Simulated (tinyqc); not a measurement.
Mobility of a non-polar semiconductor in the relaxation-time approximation. Changing the compensation ratio C. Computed by tinyqc, a small Python program. Command: `OMP_NUM_THREADS=1 python tinyqc.py 3010431 3010432 out.jsonl rta sweep`. One thread of a shared host (Intel(R) Xeon(R) Processor @ 2.30GHz), about 0.02 s of CPU time with the checks.

Each valley is treated as a sphere of mass m_d for states and rates, with one isotropic relaxation time; the conductivity mass m_c sets the current.

Inputs (values chosen for the exercise, for a model non-polar semiconductor): longitudinal mass m_l = 0.17 m_0; transverse mass m_t = 0.081 m_0; equivalent valleys Z = 4; static permittivity eps_s = 9.85; density rho = 5220 kg/m^3; sound velocity v_l = 8010 m/s; acoustic deformation potential D_A = 5.4 eV; phonon energy hbar w = 21.9 meV; optical or intervalley deformation potential D_o = 4.6 1e8 eV/cm; final valleys Z_f = 3; carrier density n = 7.9e+15 1/cm^3; temperature T = 300 K; alloy fraction x = 0.21; alloy potential U = 1.2 eV; lattice constant a = 5.43 angstrom.

Band: parabolic. Impurity formula: Brooks-Herring. Further scattering: alloy.

Constants: k_B = 8.617333262e-05 eV/K; m_0 = 9.1093837015e-31 kg; e = 1.602176634e-19 C; hbar = 1.054571817e-34 J s; eps_0 = 8.8541878128e-12 F/m; k_B = 1.380649e-23 J/K; hbar = 6.582119569e-16 eV s.

Method:
- m_d = (m_l m_t^2)^(1/3); 1/m_c = (1/m_l + 2/m_t)/3; Hall mass factor A = 3 K_m (K_m + 2)/(2 K_m + 1)^2, K_m = m_l/m_t; N_I = n (1 + C)/(1 - C).
- Parabolic band: E = hbar^2 k^2/(2 m), speed v = hbar k/m, states per spin, volume and energy g(E) = m k/(2 pi^2 hbar^2). Here m = m_d. Masses are multiplied by m_0 and all formulas are in SI units.
- The reduced Fermi level eta = E_F/(k_B T) solves n = 2 Z int g f dE with f = 1/(1 + exp(x - eta)) (Z = 1 unless valleys are given); screening length L_s = sqrt(eps_s eps_0 k_B T/(e^2 dn/deta)), dn/deta = 2 Z int g f (1 - f) dE.
- Integrals over x = E/(k_B T) use 160 Gauss-Legendre points in u = sqrt(x) from 0 to sqrt(max(eta, 0) + 32).
- Phonon occupation N_q = 1/(exp(hbar w/(k_B T)) - 1).
- Acoustic deformation potential (elastic, equipartition, absorption and emission together): 1/tau = 2 pi k_B T D_A^2 g(E)/(hbar rho v_l^2).
- Optical or intervalley deformation potential: 1/tau = (pi Z_f D_o^2/(rho w)) [N_q g(E + hbar w) + (N_q + 1) g(E - hbar w)], with g = 0 below the band edge.
- Each optical term is multiplied by (1 - f(E'))/(1 - f(E)), E' the final energy, for Pauli blocking.
- Singly charged impurities, momentum relaxation: 1/tau = N_I e^4 m (1 + 2 alpha E) Phi/(8 pi (eps_s eps_0)^2 hbar^3 k^3), with alpha = 0 for a parabolic band.
- Brooks-Herring: Phi = ln(1 + b) - b/(1 + b), b = 4 k^2 L_s^2.
- Alloy disorder: 1/tau = (2 pi/hbar) Omega x (1 - x) U^2 g(E), Omega = a^3/4 (other conventions for Omega rescale U).
- mu = (m_d/m_c) (2 Z e/(3 n k_B T)) int g v^2 tau f (1 - f) dE.
- Averages over x are split at the emission threshold x_0 = hbar w/(k_B T): 64 Gauss-Legendre points in sqrt(x) below it and 128 in sqrt(x - x_0) above it, up to x = max(eta, 0) + 32.
- Rates are added at each energy before the average. With <y> = int g v^2 y f (1 - f) dE: Hall factor r_H = A (3 n k_B T/(2 Z m_d)) <tau^2/(1 + 2 alpha E)>/<tau>^2 (alpha = 0 for a parabolic band); Hall mobility r_H mu; |S| = (k_B/e) (<x tau>/<tau> - eta); resistivity 1/(n e mu).

One run for each value; columns: (1) compensation ratio C; (2) drift mobility mu (cm^2/(V s)); (3) ionised impurity mobility (cm^2/(V s)); (4) Hall factor r_H; (5) Seebeck coefficient |S| (microvolt/K):
```
(1)      (2)         (3)     (4)     (5)
0.00  4617.1  1.0714e+05  1.0082  708.90
0.10  4490.4  8.7663e+04  1.0008  711.41
0.40  4015.0  4.5919e+04  0.9837  720.97
0.55  3683.0  3.1106e+04  0.9799  727.84
0.70  3218.8  1.8908e+04  0.9841  737.82
0.80  2762.1  1.1905e+04  0.9983  748.21
0.90  2022.8  5.6392e+03  1.0447  766.83
```

Give the missing row, compensation ratio C = 0.25.

Computed row; columns: (1) compensation ratio C; (2) drift mobility mu (cm^2/(V s)); (3) ionised impurity mobility (cm^2/(V s)); (4) Hall factor r_H; (5) Seebeck coefficient |S| (microvolt/K):
```
(1)      (2)         (3)     (4)     (5)
0.25  4274.9  6.4286e+04  0.9911  715.71
```

Interpolating between the two neighbouring rows (linearly) misses most in ionised impurity mobility (cm^2/(V s)), by 3.9 %. Over the rows, drift mobility mu (cm^2/(V s)) falls from 4620 to 2020; ionised impurity mobility (cm^2/(V s)) falls from 107000 to 5640; Hall factor r_H goes from 1.01 through a minimum among these rows, 0.980 at 0.550, to 1.04. Compensation adds scatterers without adding carriers or screening: N_I/n grows from 1 to 19, and mu keeps 44 % of its first value.

Extremes, crossings and ranges named in words are read from the listed rows.
